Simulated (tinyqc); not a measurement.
What each parameter does: alloy A(1-x)B(x) by interpolation with bowing.

Each gap follows E(x) = (1 - x) E_A + x E_B - C x (1 - x); the lattice constant follows Vegard, a(x) = (1 - x) a_A + x a_B.

Mass at Gamma from the Kane formula 1/m = F + Ep (Eg + 2 Dso/3)/(Eg (Eg + Dso)). F is fixed by the masses of A and B and interpolated linearly, as is Ep; Eg and Dso carry their bowing.

Inputs chosen for the exercise (A near AlAs, B near GaAs; shifted at random, so the results belong to these values and not to a real crystal): Eg = (3.087, 1.508) eV (gap at Gamma to the s-like level of A, B); EgX = (2.266, 1.967) eV (gap to the lowest valley along Gamma-X of A, B); EgL = (2.445, 1.797) eV (gap to L of A, B); C = (0.49, 0.049, 0.03) eV (bowing of the Gamma, X and L gaps); x = 0.49 (fraction of B); Dso = (0.276, 0.344) eV (spin-orbit splitting of A, B); Ep = (20.9, 25.6) eV (Kane energy of A, B); me = (0.1507, 0.0674) m0 (electron mass at Gamma of A, B); Cs = 0 eV (bowing of Dso).

Gaps at x and the Kane mass. Each row changes one parameter from the base and keeps the others.

Results:

| case | Gamma (eV) | X (eV) | L (eV) | mass (m0) |
|---|---|---|---|---|
| base | 2.1908 | 2.1072 | 2.1200 | 0.1037 |
| x = 0.53 | 2.1281 | 2.0953 | 2.0941 | 0.1003 |
| C = (0.59, 0.149, 0.13) eV | 2.1658 | 2.0823 | 2.0950 | 0.1025 |
| Eg = (3.241, 1.508) eV | 2.2694 | 2.1072 | 2.1200 | 0.1057 |
| EgX = (2.266, 1.869) eV | 2.1908 | 2.0592 | 2.1200 | 0.1037 |
| EgL = (2.323, 1.797) eV | 2.1908 | 2.1072 | 2.0578 | 0.1037 |
| Ep = (23, 28.2) eV | 2.1908 | 2.1072 | 2.1200 | 0.1048 |
| Cs = 0.05 eV | 2.1908 | 2.1072 | 2.1200 | 0.1035 |

The largest shifts from the base row, up to three for each result and ties (the steps differ in size, so this ranks the rows, not the parameters). Gamma (eV): Eg +0.0785, x -0.0628, C -0.0250; unchanged at the printed digits by EgX, EgL, Ep and Cs. X (eV): EgX -0.0480, C -0.0250, x -0.0119; unchanged at the printed digits by Eg, EgL, Ep and Cs. L (eV): EgL -0.0622, x -0.0259, C -0.0250; unchanged at the printed digits by Eg, EgX, Ep and Cs. mass (m0): x -0.0034, Eg +0.0020, C -0.0012; unchanged at the printed digits by EgX and EgL.

Program tinyqc; command `OMP_NUM_THREADS=1 python tinyqc.py 1080554 1080555 out.jsonl`; about 0.01 s on one thread of a shared Intel(R) Xeon(R) Processor @ 2.30GHz.
